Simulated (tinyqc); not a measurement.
# Changing the test temperature T

Model: electromigration in a confined line: Blech product, Korhonen stress evolution and Black's law. Computed by tinyqc, a small Python program. Command: `OMP_NUM_THREADS=1 python tinyqc.py 3000720 3000721 out.jsonl emigr sweep`. One thread of a shared host (Intel(R) Xeon(R) Processor @ 2.30GHz), about 0.01 s of CPU time with the checks.

The electron wind pushes atoms from the cathode (x = 0) to the anode (x = L); blocking ends build a back stress (tension positive). The input rho is taken not to change with temperature. d sigma/dt = d/dx [kappa (d sigma/dx + G)], with zero flux at both ends and sigma = sigma_0 at t = 0.

Inputs (values chosen for the exercise, close to those used for aluminium lines):

| quantity | value | unit |
|---|---|---|
| resistivity rho | 3.31 | micro-ohm cm |
| atomic volume Omega | 16.6 | angstrom^3 |
| effective charge number Z* | 4.4 | - |
| prefactor D0 | 1.5e-07 | m^2/s |
| activation energy E | 0.674 | eV |
| effective modulus B | 42 | GPa |
| critical stress sigma_c | 340 | MPa |
| initial stress sigma_0 | 110 | MPa |
| current density j | 0.88 | MA/cm^2 |
| line length L | 170 | um |
| use temperature T_u | 85 | C |
| use current density j_u | 1.9 | MA/cm^2 |
| current exponent n | 1.5 | - |

Start: thermal stress.

Constants: e = 1.602176634e-19 C; k_B = 8.617333262e-05 eV/K; k_B = 1.380649e-23 J/K.

Method:
- G = Z* e rho j/Omega; D = D0 exp(-E/(k_B T)); kappa = D B Omega/(k_B T); drift velocity of an unconfined line v = D Z* e rho j/(k_B T). SI: 1 micro-ohm cm = 1e-8 ohm m, 1 MA/cm^2 = 1e10 A/m^2.
- Temperatures in kelvin are T(C) + 273.15.
- At steady state sigma(x) = sigma_0 + G (L/2 - x). A void forms only if the cathode stress reaches sigma_c, that is if j L exceeds (j L)_c = 2 Omega (sigma_c - sigma_0)/(Z* e rho). Time scale tau = L^2/kappa.
- Median life t50 = A j^(-n) exp(E/(k_B T)); acceleration factor = t50(use)/t50(test) = (j/j_u)^n exp[(E/k_B)(1/T_u - 1/T)].

One run for each value:

| test temperature T (C) | tau (h) | drift velocity (nm/h) | acceleration factor | critical product (j L)_c (A/cm) |
|---|---|---|---|---|
| 150 | 47.77 | 178 | 9.026e+00 | 3272 |
| 175 | 18.04 | 472 | 2.531e+01 | 3272 |
| 200 | 7.57 | 1124 | 6.365e+01 | 3272 |
| 225 | 3.48 | 2447 | 1.459e+02 | 3272 |
| 250 | 1.73 | 4934 | 3.090e+02 | 3272 |
| 275 | 0.91 | 9312 | 6.110e+02 | 3272 |
| 300 | 0.51 | 16594 | 1.139e+03 | 3272 |
| 325 | 0.30 | 28126 | 2.014e+03 | 3272 |
| 350 | 0.19 | 45620 | 3.403e+03 | 3272 |

Over the rows, tau (h) falls from 47.8 to 0.187; drift velocity (nm/h) rises from 178 to 45600. With rho, Z* and sigma_c held fixed the critical product does not depend on temperature; only the clock does.
